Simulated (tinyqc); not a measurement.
Inversion-layer mobility, back-scattering and ballistic limit of a field-effect transistor. Inputs raised by 2 %, one at a time. Computed by tinyqc, a small Python program. Command: `OMP_NUM_THREADS=1 python tinyqc.py 3008919 3008920 out.jsonl mos sens`. One thread of a shared host (Intel(R) Xeon(R) Processor @ 2.30GHz), about 0.02 s of CPU time with the checks.

The charge at the top of the source barrier is fixed by the gate; series resistance and short-channel effects are left out. F_j are Fermi integrals normalised to exp(eta) in the classical limit.

Inputs (values chosen for the exercise, modelled on a strained silicon n-channel): transport mass m = 0.19 m_0; valley degeneracy g_v = 2; weight w of the inversion charge = 0.5; permittivity eps = 11.7; phonon mobility at 1 MV/cm and 300 K, mu_ph = 630 cm^2/(V s); roughness mobility at 1 MV/cm, mu_sr = 1700 cm^2/(V s); Coulomb mobility at N_inv = 1e12/cm^2, mu_C = 780 cm^2/(V s); electrical oxide thickness t_inv = 1.5 nm; depletion charge N_dep = 1.1e+12 1/cm^2; gate overdrive V_G - V_T = 0.42 V; drain voltage V_D = 0.92 V; channel length L = 510 nm; exponent a of the critical length = 0.67; temperature T = 300 K.

Statistics at the top of the barrier: Fermi-Dirac.

Constants: eps_0 = 8.8541878128e-12 F/m; e = 1.602176634e-19 C; m_0 = 9.1093837015e-31 kg; k_B = 1.380649e-23 J/K; hbar = 1.054571817e-34 J s; k_B = 8.617333262e-05 eV/K.

Method:
- N_inv = 3.9 eps_0 (V_G - V_T)/(e t_inv); effective field E_eff = e (N_dep + w N_inv)/(eps eps_0).
- mu_phonon = mu_ph (E_eff/1 MV/cm)^(-0.3) (T/300 K)^(-1.75); mu_rough = mu_sr (E_eff/1 MV/cm)^(-2); mu_Coulomb = mu_C (N_inv/1e12 cm^-2) (T/300 K); Matthiessen's rule adds 1/mu.
- F_j(eta) = (1/Gamma(j + 1)) int_0^infinity x^j/(1 + exp(x - eta)) dx, F_0 = ln(1 + exp(eta)). Integrals over x = E/(k_B T) use 160 Gauss-Legendre points in u = sqrt(x) from 0 to sqrt(max(eta, 0) + 32).
- Ballistic channel: N_2D = g_v m k_B T/(pi hbar^2), U = e V_D/(k_B T); eta_F solves N_inv = (N_2D/2)[F_0(eta_F) + F_0(eta_F - U)]; v_T = sqrt(2 k_B T/(pi m)); I/W = e (N_2D/2) v_T [F_1/2(eta_F) - F_1/2(eta_F - U)]; injection velocity v_T F_1/2(eta_F)/F_0(eta_F).
- Mean free path lambda = (2 k_B T/e)(mu/v_T) F_0(eta_0)/F_-1/2(eta_0), with eta_0 from N_inv = N_2D F_0(eta_0); critical length l = L (1 + U)^(-a), an empirical rule; back-scattering r = l/(l + lambda). Then eta solves N_inv = (N_2D/2)[(1 + r) F_0(eta) + (1 - r) F_0(eta - U)] and I/W = e (N_2D/2) v_T (1 - r)[F_1/2(eta) - F_1/2(eta - U)].
- Ballistic ratio: I over the ballistic current. Apparent mobility 1/(1/mu + 1/mu_B), mu_B = mu L/lambda.

Runs; columns: (1) input moved; (2) from; (3) to; (4) current I/W (microampere/micrometre); (5) ballistic ratio; (6) mean free path lambda (nm); (7) injection velocity (1e7 cm/s):
```
(1)                                                        (2)     (3)     (4)      (5)     (6)     (7)
base run                                                     -       -  377.01  0.21707  29.923  1.7963
transport mass m (m_0)                                    0.19  0.1938  373.16  0.21835  30.078  1.7676
roughness mobility at 1 MV/cm, mu_sr (cm^2/(V s))         1700    1734  377.76  0.21751  29.999  1.7963
Coulomb mobility at N_inv = 1e12/cm^2, mu_C (cm^2/(V s))   780   795.6  377.68  0.21746  29.991  1.7963
electrical oxide thickness t_inv (nm)                      1.5    1.53  367.97  0.21745  29.921  1.7852
gate overdrive V_G - V_T (V)                              0.42  0.4284  386.26  0.21668  29.921  1.8076
drain voltage V_D (V)                                     0.92  0.9384  380.85  0.21929  29.923  1.7963
temperature T (K)                                          300     306  369.69  0.21207  29.363  1.8029
```

Exponents ln(y'/y) / ln(x'/x):
```
input                                        current I/W  ballistic ratio  mean free path lambda  injection velocity
transport mass m                                  -0.518            0.295                  0.261              -0.813
roughness mobility at 1 MV/cm, mu_sr               0.101            0.101                  0.129               0.000
Coulomb mobility at N_inv = 1e12/cm^2, mu_C        0.090            0.090                  0.115               0.000
electrical oxide thickness t_inv                  -1.225            0.087                 -0.003              -0.313
gate overdrive V_G - V_T                           1.224           -0.092                 -0.003               0.317
drain voltage V_D                                  0.512            0.512                  0.000               0.000
temperature T                                     -0.990           -1.177                 -0.953               0.187
```

To which inputs is each result most sensitive?

Among the inputs moved here: current I/W answers most in size to electrical oxide thickness t_inv (exponent -1.225), and about equally to gate overdrive V_G - V_T (+1.224). Ballistic ratio answers most in size to temperature T (exponent -1.177), next to drain voltage V_D (+0.512). Mean free path lambda answers most in size to temperature T (exponent -0.953), next to transport mass m (+0.261); its exponent is below 0.0005 for drain voltage V_D. injection velocity answers most in size to transport mass m (exponent -0.813), next to gate overdrive V_G - V_T (+0.317); its exponent is below 0.0005 for roughness mobility at 1 MV/cm, mu_sr, Coulomb mobility at N_inv = 1e12/cm^2, mu_C, drain voltage V_D.

Caution (all rows): the current exceeds the long-channel drift law, so the empirical rule for l, meant for short channels, is too generous here.
